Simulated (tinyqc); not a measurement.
Vacancy excess varied: nucleation and growth of vacancy voids in a cooling silicon-like crystal. Computed by tinyqc, a small Python program. Command: `OMP_NUM_THREADS=1 python tinyqc.py 3026012 3026013 out.jsonl voids walk`. One thread of a shared host (Intel(R) Xeon(R) Processor @ 2.30GHz), about 0.2 s of CPU time with the checks.

Spherical voids; vacancies are lost only to voids.

Inputs (values chosen for the exercise, close to those used for silicon):
```
quantity                                    value    unit
vacancy density at the melting point C_m  4.4e+14  1/cm^3
formation energy E_f                         4.08      eV
melting point T_m                            1685       K
diffusion prefactor D0                     0.0015  cm^2/s
migration energy E_m                         0.41      eV
site density rho                            5e+22  1/cm^3
void surface energy gamma                   0.996   J/m^2
cooling rate q                                  2   K/min
vacancy excess C0                           1e+14  1/cm^3
temperature step                             0.25       K
```

Vacancy supply: given.

Constants: k_B = 8.617333262e-05 eV/K; k_B = 1.380649e-23 J/K.

Method:
- C = C0 as given.
- C_e = C_m exp[-(E_f/k_B)(1/T - 1/T_m)]; D = D0 exp(-E_m/(k_B T)); f = k_B T ln(C/C_e); r* = 2 gamma/(rho f); W* = 16 pi gamma^3/(3 rho^2 f^2); Z = f/sqrt(12 pi W* k_B T); I = rho Z (4 pi r* D C) exp(-W*/(k_B T)).
- March down from 1500 K in steps dT, dt = dT/q, with values at the upper end of each step: a class of I dt voids is born with r*; then all classes grow by r^2 += 2 D (C - C_e) dt/rho; C falls by the vacancies added to voids. Stop at 1150 K. T_n is the T of the largest I, N the final count (classes under 1e-6 /cm^3 are dropped), and the mean radius the number average.

initial excess C = 1.00e+14 1/cm^3

At fixed q:
```
C (1/cm^3)  T_n (K)  N (1/cm^3)  mean radius (nm)
4.00e+13    1346.75  1.0017e+06             57.01
6.00e+13    1368.00  7.4155e+05             72.18
1.00e+14    1395.75  5.0784e+05             97.15
1.60e+14    1421.75  3.5858e+05            127.67
2.50e+14    1447.50  2.5774e+05            165.47
```

What does the comparison show, and why?

More vacancies nucleate earlier (T_n rises by 101 K) and give fewer, larger voids: N goes as C^-0.74 and the radius as C^0.58, steeper than the -1/2 and +1/2 of the scaling argument at fixed D, because D rises with T_n.

Extremes, crossings and ranges named in words are read from the listed rows.
